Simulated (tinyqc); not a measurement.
Sp3 tight binding, zinc-blende lattice, step by step. Computed by tinyqc, a small Python program that keeps every step. Command: `OMP_NUM_THREADS=1 python tinyqc.py 23209 23210 out.jsonl` (the two numbers bound the seeds that draw the settings). One thread of a shared host (Intel(R) Xeon(R) Processor @ 2.60GHz), about 0.01 s of CPU time with the checks.

## Bloch Hamiltonian at k

Parameters chosen for this model: zinc-blende lattice, anion at 0, cation at a/4 (1,1,1); V = eta hbar^2 / (m d^2), hbar^2/m = 7.619964 eV angstrom^2:
```
parameter          value      unit
a               4.200000  angstrom
d               1.818653  angstrom
Es anion      -12.730000        eV
Ep anion       -5.840000        eV
Es cation     -12.730000        eV
Ep cation      -5.840000        eV
eta ss         -1.280000
eta sp          1.950000
eta pp sigma    2.520000
eta pp pi      -0.780000
V ss           -2.948920        eV
V sp            4.492496        eV
V pp sigma      5.805687        eV
V pp pi        -1.796998        eV
```

k point k (2 pi / a): 0.370000  -0.230000  0.290000

Slater-Koster rules over the four bonds with direction cosines (l, m, n): ss V_ss; s-px l V_sp; px-s -l V_sp; px-px l^2 V_pps + (1 - l^2) V_ppp; px-py l m (V_pps - V_ppp); each times exp(i k.d).

H(k) at k (eV), lower triangle (Hermitian):
```
                      a s                 a px                a py                 a pz
a s            -12.730000
a px             0.000000            -5.840000
a py             0.000000             0.000000           -5.840000
a pz             0.000000             0.000000            0.000000            -5.840000
c s   -8.282028+1.007081i  -1.348480+4.785033i  2.344163-2.752589i  -1.808113+3.568648i
c px   1.348480-4.785033i   2.070507-0.251770i  1.766625-3.486763i  -2.290375+2.689429i
c py  -2.344163+2.752589i   1.766625-3.486763i  2.070507-0.251770i   1.317538-4.675237i
c pz   1.808113-3.568648i  -2.290375+2.689429i  1.317538-4.675237i   2.070507-0.251770i

             c s       c px       c py       c pz
c s   -12.730000
c px    0.000000  -5.840000
c py    0.000000   0.000000  -5.840000
c pz    0.000000   0.000000   0.000000  -5.840000
```

## Levels at k

Diagonalise the Hermitian matrix.

eigenvalues (eV): -23.665745  -16.352407  -11.963357  -11.223006  -1.079787  -0.534177  0.248581  4.069898

weights |c|^2 of the basis functions:
```
        band 1    band 2    band 3    band 4    band 5    band 6    band 7    band 8
a s   0.434212  0.146939  0.003458  0.004925  0.293757  0.018061  0.007651  0.090996
a px  0.032597  0.109039  0.030875  0.291703  0.004810  0.365929  0.029682  0.135364
a py  0.012976  0.126563  0.312957  0.016445  0.136678  0.005481  0.253047  0.135852
a pz  0.020214  0.117459  0.152710  0.186926  0.064754  0.110528  0.209620  0.137788
c s   0.434212  0.146939  0.003458  0.004925  0.293757  0.018061  0.007651  0.090996
c px  0.032597  0.109039  0.030875  0.291703  0.004810  0.365929  0.029682  0.135364
c py  0.012976  0.126563  0.312957  0.016445  0.136678  0.005481  0.253047  0.135852
c pz  0.020214  0.117459  0.152710  0.186926  0.064754  0.110528  0.209620  0.137788
```

## Bloch Hamiltonian at X

k point X (2 pi / a): 1  0  0

As before.

H(k) at X (eV), lower triangle (Hermitian):
```
                      a s                 a px                 a py                 a pz
a s            -12.730000
a px             0.000000            -5.840000
a py             0.000000             0.000000            -5.840000
a pz             0.000000             0.000000             0.000000            -5.840000
c s              0.000000  0.000000+10.374975i             0.000000             0.000000
c px  0.000000-10.374975i             0.000000             0.000000             0.000000
c py             0.000000             0.000000             0.000000  0.000000-10.136914i
c pz             0.000000             0.000000  0.000000-10.136914i             0.000000

             c s       c px       c py       c pz
c s   -12.730000
c px    0.000000  -5.840000
c py    0.000000   0.000000  -5.840000
c pz    0.000000   0.000000   0.000000  -5.840000
```

## Levels at X

As before.

eigenvalues (eV): -20.216977  -20.216977  -15.976914  -15.976914  1.646977  1.646977  4.296914  4.296914

## Bands along a path

The same steps at evenly spaced points between the labelled ones.

Bands along the path (eV):
```
k             band 1      band 2      band 3      band 4     band 5     band 6     band 7     band 8
L         -21.894079  -20.436566  -12.382917  -12.382917  -0.898047   0.702917   0.702917   6.088691
L-G 0.33  -23.424005  -17.347032  -11.695028  -11.695028  -1.096743   0.015028   0.015028   4.727780
L-G 0.67  -24.311400  -12.433383   -9.990246   -9.990246  -1.689754  -1.689754  -1.611550   1.216333
G         -24.525681   -8.788920   -8.788920   -8.788920  -2.891080  -2.891080  -2.891080  -0.934319
G-X 0.33  -24.230212  -11.515505  -11.515505  -11.416729  -2.001307  -0.164495  -0.164495   0.508249
G-X 0.67  -22.967670  -16.061537  -14.741786  -14.741786  -0.025710   1.914917   3.061786   3.061786
X         -20.216977  -20.216977  -15.976914  -15.976914   1.646977   1.646977   4.296914   4.296914
X-W 0.33  -20.216977  -20.216977  -15.976914  -15.976914   1.646977   1.646977   4.296914   4.296914
X-W 0.67  -20.216977  -20.216977  -15.976914  -15.976914   1.646977   1.646977   4.296914   4.296914
W         -20.216977  -20.216977  -15.976914  -15.976914   1.646977   1.646977   4.296914   4.296914
```

With 4 band(s) filled, the highest filled level on these points lies at G and the lowest empty one at G: a gap of 5.8978 eV, direct.
